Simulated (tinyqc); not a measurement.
# Two-diode model of a solar cell: what changes with what

J is the current delivered and Vj = V + J Rs the junction voltage. J = X JL - J01 (exp(Vj/(n1 Vt)) - 1) - J02 (exp(Vj/(2 Vt)) - 1) - Vj/Rp. The photocurrent does not depend on voltage.

Inputs (values chosen for the exercise); values of the order met in cells of silicon:

| symbol | value | unit | meaning |
|---|---|---|---|
| T | 323 | K | temperature |
| JL | 35.5 | mA/cm^2 | photocurrent at one sun |
| X | 1 | suns | concentration |
| J01 | 3.4e-12 | A/cm^2 | saturation current of the first diode |
| n1 | 1 |  | ideality factor of the first diode |
| Rs | 0 | ohm cm^2 | series resistance |
| Rp | 10000 | ohm cm^2 | shunt resistance |
| Pin | 100 | mW/cm^2 | incident power at one sun |
| J02 | 3.6e-7 | A/cm^2 | saturation current of the second diode (ideality 2) |

Constants: q = 1.602176634e-19 C, kB = 1.380649e-23 J/K, Vt = kB T/q. Results are converted to the units shown.

Each table varies one quantity; the others keep the values above.

## Effect of the concentration

Jsc at V = 0, Voc at J = 0, the maximum power point where J (1 + 2 Rs G) = G Vj with G = -dJ/dVj; FF = Vmp Jmp/(Voc Jsc); efficiency Vmp Jmp/(X Pin). Empirical fill factor without parasitics FF0 = (v - ln(v + 0.72))/(v + 1), v = Voc/(n1 Vt).

Effect of the concentration:
```
X (suns)	Jsc (mA/cm^2)	Voc (V)	Vmp (V)	Jmp (mA/cm^2)	FF	efficiency (%)	FF0
0.01	0.3550	0.3771	0.2751	0.2774	0.5700	7.631	0.7486
0.04	1.420	0.4572	0.3474	1.200	0.6421	10.42	0.7795
0.1	3.550	0.5066	0.3933	3.085	0.6746	12.13	0.7948
0.5	17.75	0.5849	0.4715	15.91	0.7226	15.00	0.8147
2	71.00	0.6414	0.5342	64.92	0.7615	17.34	0.8266
6	213.0	0.6803	0.5786	197.6	0.7889	19.05	0.8339
20	710.0	0.7190	0.6218	667.3	0.8127	20.75	0.8405
80	2840	0.7608	0.6662	2699	0.8321	22.47	0.8470
300	1.065e4	0.7992	0.7054	1.019e4	0.8445	23.96	0.8525
```

Read the table: what changes, and by how much?

As X goes from 0.01 to 300, Voc rises from 0.377 to 0.799 V, FF rises from 0.570 to 0.845 and the efficiency rises from 7.63 to 24.0 %. Voc gains 66.8 mV a decade at the top and 133 mV at the bottom (n1 Vt ln 10 = 64.1 mV).

## Effect of the saturation current of the first diode

Same model as above.

The same in every row: Jsc (mA/cm^2) = 35.50.

Effect of the saturation current of the first diode:
```
J01 (A/cm^2)	Voc (V)	Vmp (V)	Jmp (mA/cm^2)	FF	efficiency (%)	FF0
3e-14	0.6396	0.5107	31.97	0.7192	16.33	0.8263
3e-13	0.6359	0.5101	31.99	0.7228	16.32	0.8256
3e-12	0.6162	0.5043	32.13	0.7408	16.20	0.8215
3e-11	0.5718	0.4793	32.58	0.7692	15.61	0.8117
3e-10	0.5143	0.4326	32.92	0.7799	14.24	0.7970
3e-9	0.4523	0.3768	32.88	0.7715	12.39	0.7779
```

As J01 goes from 3e-14 to 3e-9, Voc falls from 0.640 to 0.452 V, FF goes from 0.719 through a maximum of 0.780 (at J01 = 3e-10 among the rows listed) to 0.772 and the efficiency falls from 16.3 to 12.4 %. Voc changes by -62.0 mV a decade between the last two rows and -3.64 mV between the first two.

Program tinyqc, `OMP_NUM_THREADS=1 python tinyqc.py 2280004 2280005 out.jsonl`; Intel Xeon 2.30GHz, shared host, one thread, about 0.01 s.
